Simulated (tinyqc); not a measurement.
What each parameter does: finite square well with mass mismatch (envelope functions).

A square well of width L and depth V0, mass mw inside and mb outside, energies from the bottom of the well, c = hbar^2/2m0. k = sqrt(mw E/c), kappa = sqrt(mb (V0 - E)/c). psi and psi'/m are continuous at the walls (BenDaniel-Duke), so level n solves k L + 2 atan[(k/mw)/(kappa/mb)] = n pi.

Constants: hbar^2/2m0 = 3.80998211 eV angstrom^2.

Values chosen for the exercise (near those of a strained Si well in SiGe; not measured data): L = 71 angstrom (well width); V0 = 0.184 eV (barrier height); mw = 0.932 m0 (mass in the well); mb = 0.887 m0 (mass in the barrier).

Parabolic bands. Pb is the probability of level 1 in the barriers, (A^2/kappa)/(A^2/kappa + L/2 + sin(kL)/(2k)) with A = cos(kL/2).

One parameter was then changed.

Results before and after:
```
case     E1 (eV)  bound levels      Pb  V0 - E1 (eV)
base      0.0063             5  0.0040        0.1777
changed   0.0064             6  0.0033        0.2056
```

Which of these changes was made? (a) L = 64 angstrom; (b) mw = 1.0252 m0; (c) V0 = 0.212 eV; (d) mb = 0.7096 m0.

Answer: (c) V0 = 0.212 eV. Of the candidates, run in turn, only this one gives the changed row.

All candidates:
```
case             E1 (eV)  bound levels      Pb  V0 - E1 (eV)
base              0.0063             5  0.0040        0.1777
L = 64 angstrom   0.0075             5  0.0052        0.1765
V0 = 0.212 eV     0.0064             6  0.0033        0.2056
mw = 1.0252 m0    0.0058             6  0.0034        0.1782
mb = 0.7096 m0    0.0064             5  0.0037        0.1776
```

Program tinyqc; command `OMP_NUM_THREADS=1 python tinyqc.py 1250095 1250096 out.jsonl`; about 0.01 s on one thread of a shared Intel(R) Xeon(R) Processor @ 2.30GHz.
